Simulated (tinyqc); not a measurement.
Worked calculation: electroplating on a thin resistive seed layer: kinetics, Wagner number and the terminal effect across a wafer. Computed by tinyqc, a small Python program that keeps every step. Command: `OMP_NUM_THREADS=1 python tinyqc.py 3120368 3120369 out.jsonl terminal walk`. One thread of a shared host (Intel(R) Xeon(R) Processor @ 2.30GHz), about 0.02 s of CPU time with the checks. Intermediate numbers are printed to about 6 digits and carried at full precision; extremes and crossings named in words are read from the listed rows.

Current enters the seed at the rim. The bath is treated as a local resistance per area (no lateral flow in the liquid), two electrons per ion, molar volume 7.11 cm^3/mol, Faraday constant F = e N_A, kinematic viscosity 0.01 cm^2/s, omega = 2 pi x rpm/60; k_B T/e is in volts.

Inputs (values chosen for the exercise, of the order of those for copper plating on a thin cobalt or ruthenium seed):

| quantity | value | unit |
|---|---|---|
| wafer radius R | 7.5 | cm |
| seed thickness t | 29 | nm |
| seed resistivity | 17 | microohm cm |
| bath conductivity kappa | 0.23 | S/cm |
| gap to the anode h | 11 | cm |
| extra resistance of a porous plate | 0 | ohm cm^2 |
| exchange current density i_0 | 0.068 | mA/cm^2 |
| cathodic transfer coefficient alpha | 0.63 | - |
| mean current density | 9 | mA/cm^2 |
| diffusivity of the metal ion | 6e-06 | cm^2/s |
| metal ion concentration | 0.71 | mol/L |
| rotation rate | 100 | rpm |
| temperature T | 298 | K |

Constants: e = 1.602176634e-19 C; N_A = 6.02214076e+23 1/mol; k_B = 8.617333262e-05 eV/K.

## Rate, limit and resistances

Growth rate = i V_m/(2 F). Levich limit i_L = 0.62 x 2 F D^(2/3) omega^(1/2) nu^(-1/6) c. Tafel overpotential eta = (k_B T/(alpha e)) ln(i/i_0); kinetic resistance k_B T/(alpha e i); bath resistance h/kappa + plate; R_s = resistivity/t; Wagner number = kinetic resistance x kappa/R.

growth rate = 198.963 nm/min

limiting current i_L = 195.549 mA/cm^2

overpotential = 199.138 mV

kinetic resistance = 4.52904 ohm cm^2

bath resistance R_b = 47.8261 ohm cm^2

sheet resistance R_s = 5.86207 ohm/square

Wagner number = 0.138891

## Linear estimate of the terminal effect

Linearised: with R_t = kinetic + bath resistance the current density obeys (1/r)(r i')' = i R_s/R_t, so i = A I_0(r/l), l = sqrt(R_t/R_s); with x = R/l, edge/centre = I_0(x) and edge/mean = x I_0(x)/(2 I_1(x)). Voltage drop in the seed for a uniform current: i R_s R^2/4.

length l = 2.98851 cm

x = R/l = 2.50962

edge over centre, linear = 3.31414

edge over mean, linear = 1.63805

drop for uniform current = 741.918 mV

## Current distribution

Full model: seed potential phi(r) with (1/r)(r phi')' = R_s i, where i solves phi = R_b i + (k_B T/(alpha e)) ln(i/i_0) (phi being the driving voltage left at r); phi'(0) = 0 and phi'(R) = R_s i_mean R/2. Solved by collocation to a tolerance of 1e-7.

Across the wafer:

| r/R | i (mA/cm^2) | i/mean | i/mean, linear |
|---|---|---|---|
| 0.00 | 4.5287 | 0.50319 | 0.49426 |
| 0.20 | 4.7966 | 0.53295 | 0.52588 |
| 0.40 | 5.6623 | 0.62914 | 0.62684 |
| 0.60 | 7.3249 | 0.81388 | 0.81672 |
| 0.75 | 9.3134 | 1.03482 | 1.03903 |
| 0.90 | 12.2080 | 1.35645 | 1.35649 |
| 1.00 | 14.8154 | 1.64616 | 1.63805 |

edge over centre, full model = 3.27144

The full model gives 3.27 against 3.31 from the linear form; the kinetic resistance, which the linear form holds fixed, is a small part of R_t here.

## As the film thickens, and with more bath resistance

The film is taken as uniform, with the seed resistivity; the last column adds 100 ohm cm^2 to R_b. Extra power of that plate = i^2 x 100 ohm cm^2 x area.

Edge over centre:

| thickness (nm) | R_s (ohm/square) | as given | with 100 ohm cm^2 more |
|---|---|---|---|
| 29.0 | 5.86207 | 3.27144 | 1.61828 |
| 43.5 | 3.90805 | 2.34783 | 1.39442 |
| 58.0 | 2.93103 | 1.95173 | 1.28933 |
| 87.0 | 1.95402 | 1.59651 | 1.18864 |
| 145.0 | 1.17241 | 1.34030 | 1.11117 |
| 290.0 | 0.58621 | 1.16373 | 1.05484 |
| 580.0 | 0.29310 | 1.08029 | 1.02724 |

extra power = 1.43139 W

The ratio falls below 1.1 from 580 nm on as given, and from 290 nm on with the added resistance: what counts is R_s R^2 against the sum of kinetic and bath resistance.

Checks made by the program: mean of the distribution (relative difference 2e-07).
